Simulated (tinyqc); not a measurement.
What each parameter does: delta-doped layer in the Thomas-Fermi potential.

All donors ionised in the plane z = 0, zero temperature, energies from the Fermi level EF of the Thomas-Fermi model, which lies at the bulk band edge; c = hbar^2/2m0, q = e^2/(4 pi eps0). Layer in a (001) plane: two valleys with m_z = ml, m_d = mt (unprimed) and four with m_z = mt, m_d = sqrt(ml mt) (primed); m3 = (ml mt^2)^(1/3), gv = 6. With n = (gv/3 pi^2)(m3 (-V)/c)^(3/2) and V'' = -(4 pi q/eps) n for z > 0, the solution is V = -b/(|z| + z0)^4 with sqrt(b) = 20/K, K = (4 pi q/eps)(gv/3 pi^2)(m3/c)^(3/2), and z0^5 = 4b/(e F0), e F0 = 2 pi q N/eps; 1e13/cm^2 = 1e-3/angstrom^2. Exchange and correlation are left out.

Subbands solve -(c/m_z) psi'' + V psi = E psi on 1280 points of spacing z0/80; up to ten levels for each group, kept if bound with an rms width below 2.5 z0.

Constants: hbar^2/2m0 = 3.80998211 eV angstrom^2; e^2/(4 pi eps0) = 14.39964547 eV angstrom.

Inputs chosen for the exercise (near those of a delta-doped layer in Si; shifted at random, so the results belong to these values and not to a real crystal): ml = 0.941 m0 (longitudinal mass); mt = 0.192 m0 (transverse mass); eps = 11.7 (dielectric constant); N = 19 x 1e13/cm^2 (donor sheet density).

z0, depth, lowest level and its rms width. Each row changes one parameter from the base and keeps the others.

Results:
```
case                  z0 (angstrom)  depth (eV)  lowest (eV)  rms z (angstrom)
base                          17.76      0.6524      -0.3206              3.80
N = 11.4 x 1e13/cm^2          19.67      0.4335      -0.2025              4.64
eps = 10.5                    16.64      0.6813      -0.3278              3.71
ml = 1.082 m0                 17.27      0.6344      -0.3160              3.60
mt = 0.163 m0                 18.96      0.6966      -0.3583              3.70
```

The largest shifts from the base row, up to three for each result and ties (the steps differ in size, so this ranks the rows, not the parameters). z0 (angstrom): N +1.91, mt +1.20, eps -1.12. depth (eV): N -0.2189, mt +0.0442, eps +0.0289. lowest (eV): N +0.1181, mt -0.0377, eps -0.0072. rms z (angstrom): N +0.84, ml -0.20, mt -0.10.

Program tinyqc; command `OMP_NUM_THREADS=1 python tinyqc.py 1251011 1251012 out.jsonl`; about 0.2 s on one thread of a shared Intel(R) Xeon(R) Processor @ 2.30GHz.
